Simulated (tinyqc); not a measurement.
Implant damage, amorphisation by cascade overlap, and solid-phase epitaxial regrowth: one step, computed by the program tinyqc.

Range and width of the damage are inputs. Dynamic annealing enters only through the surviving share f.

Task: Damage energy and displacements per ion. Robinson partition: eps = E a M2/(Z1 Z2 (e^2/(4 pi eps_0)) (M1 + M2)), a = 0.8853 a_0/sqrt(Z1^(2/3) + Z2^(2/3)); k = 0.0793 Z1^(2/3) Z2^(1/2) (M1 + M2)^(3/2)/((Z1^(2/3) + Z2^(2/3))^(3/4) M1^(3/2) M2^(1/2)); damage energy T_d = E/(1 + k (eps + 0.40244 eps^(3/4) + 3.4008 eps^(1/6))); displacements nu = 0.8 T_d/(2 E_d).

Inputs (values chosen for the exercise, modelled on indium ions in germanium): ion Z1 = 49; ion mass M1 = 114.8 u; target Z2 = 32; target mass M2 = 72.63 u; ion energy E = 82 keV; displacement energy E_d = 14 eV.

Constants: a_0 = 0.529177210903 angstrom; e^2/(4 pi eps_0) = 14.39964548 eV angstrom.

Give: reduced energy eps; k; damage energy T_d; T_d/E; displacements per ion nu.

Result:

reduced energy eps = 0.1361

k = 0.1379

damage energy T_d = 59.96 keV

T_d/E = 0.7312

displacements per ion nu = 1713

27 % of the energy goes to electrons.
